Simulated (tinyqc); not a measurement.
Worked calculation: chemical vapour deposition: Grove model, boundary layer, depletion and step coverage. Computed by tinyqc, a small Python program that keeps every step. Command: `OMP_NUM_THREADS=1 python tinyqc.py 3006785 3006786 out.jsonl cvd walk`. One thread of a shared host (Intel(R) Xeon(R) Processor @ 2.30GHz), about 0.01 s of CPU time with the checks. Intermediate numbers are printed to about 6 digits and carried at full precision; extremes and crossings named in words are read from the listed rows.

A precursor diffuses to the surface and reacts there at first order; each molecule that reacts adds one formula unit of film.

Inputs (values chosen for the exercise, close to those used for polysilicon from silane):
```
quantity                                            value                unit
prefactor k0 of k_s                               6.5e+09                cm/s
activation energy E                                  1.57                  eV
temperature T                                         650                   C
total pressure p                                      760                torr
mole fraction of the precursor Y                   0.0027                   -
gas diffusivity D0 at 273.15 K and 760 torr          0.12              cm^2/s
film density N                                      5e+22  formula units/cm^3
precursor mass M                                       32                   u
trench width w                                       0.41                  um
aspect ratio of the trench                             14                   -
gas velocity U                                         12                cm/s
kinematic viscosity nu0 at 273.15 K and 760 torr     0.86              cm^2/s
susceptor length L                                     39                  cm
channel height b                                      9.3                  cm
```

Reactor: horizontal, atmospheric.

Constants: k_B = 1.380649e-23 J/K; u = 1.6605390666e-27 kg; k_B = 8.617333262e-05 eV/K.

## Gas-phase and surface constants

k_s = k0 exp(-E/(k_B T)); C_g = Y p/(k_B T), 1 torr = 133.322 Pa; D = D0 (T/273.15)^1.75 (760/p). Temperatures in kelvin are T(C) + 273.15. Mean speed c = sqrt(8 k_B T/(pi M)); reactive sticking probability beta = 4 k_s/c.

surface rate constant k_s = 17.4489 cm/s

precursor density C_g = 2.14646e+16 1/cm^3

gas diffusivity D = 1.01089 cm^2/s

mean speed c = 78153.5 cm/s

sticking probability beta = 8.93060e-04

## Boundary layer

nu = nu0 (T/273.15)^1.75 (760/p); Re = U L/nu; mean boundary layer delta = (2/3) L/sqrt(Re), at most b/2; h_g = D/delta.

Reynolds number Re = 64.5986

boundary layer delta = 3.23491 cm

mass-transfer coefficient h_g = 0.312496 cm/s

## Growth rate at the inlet

Fluxes in series: C_s = C_g/(1 + k_s/h_g); growth rate G = k_s h_g/(k_s + h_g) C_g/N; 1 cm/s = 6e8 nm/min.

ratio k_s/h_g = 55.8374

C_s/C_g = 0.0175940

growth rate G at the inlet = 79.0751 nm/min

Gas transport limits the rate, so the flow pattern sets uniformity.

## Depletion along the susceptor

Plug flow: U b dC/dx = -k_eff C with k_eff = k_s h_g/(k_s + h_g), so C falls as exp(-k_eff x/(U b)); the used share of the precursor is 1 - C(L)/C(0).

k_eff = 0.306997 cm/s

depletion length = 363.521 cm

rate at the outlet over rate at the inlet = 0.898270

rate at the outlet = 71.0308 nm/min

10.2 % of the precursor is used.

## Reaction control against transport control

The formulas are those given above.

Rates:
```
T (C)   k_s (cm/s)  h_g (cm/s)  G (nm/min)  reaction limit (nm/min)  transport limit (nm/min)
450    7.43476e-02    0.252380     18.8836              2.44464e+01                   82.9859
500    3.79200e-01    0.267585     48.2485              1.16622e+02                   82.2952
550    1.58675e+00    0.282667     69.3067              4.58359e+02                   81.6531
600    5.63575e+00    0.297635     76.9876              1.53476e+03                   81.0535
650    1.74489e+01    0.312496     79.0751              4.49442e+03                   80.4912
700    4.81006e+01    0.327256     79.4219              1.17530e+04                   79.9623
750    1.20085e+02    0.341922     79.2374              2.79080e+04                   79.4631
800    2.75299e+02    0.356499     78.8884              6.09988e+04                   78.9905
850    5.86189e+02    0.370991     78.4925              1.24102e+05                   78.5422
```

The apparent activation energy of G is 0.90 eV between the first rows and -0.01 eV between the last, against E = 1.57 eV. k_s passes h_g between 450 and 500 C, where control shifts from the surface to the gas. In the reaction limit the slope is E - k_B T, because C_g falls as 1/T; any further lowering comes from transport.

## Step coverage in a trench

In a long trench of width w and depth l = aspect ratio x w: Knudsen diffusivity D_K = (2w) c/3 (hydraulic diameter 2w), combined as 1/D_e = 1/D_K + 1/D; D_e d2C/dz2 = 2 k_s C/w with D_e dC/dz = -k_s C at the floor. With m = sqrt(2 k_s/(w D_e)): C(floor)/C(top) = 1/[cosh(m l) + (k_s/(D_e m)) sinh(m l)].

Knudsen diffusivity D_K = 2.13620 cm^2/s

effective diffusivity D_e = 0.686179 cm^2/s

modulus m l = 0.639294

step coverage = 0.814986

Gas collisions matter in the trench as well as wall collisions. Caution: the hydraulic-diameter form of D_K is rough for a slit.

Checks made by the program: step coverage against a numerical boundary-value solution (relative difference below 1e-10).
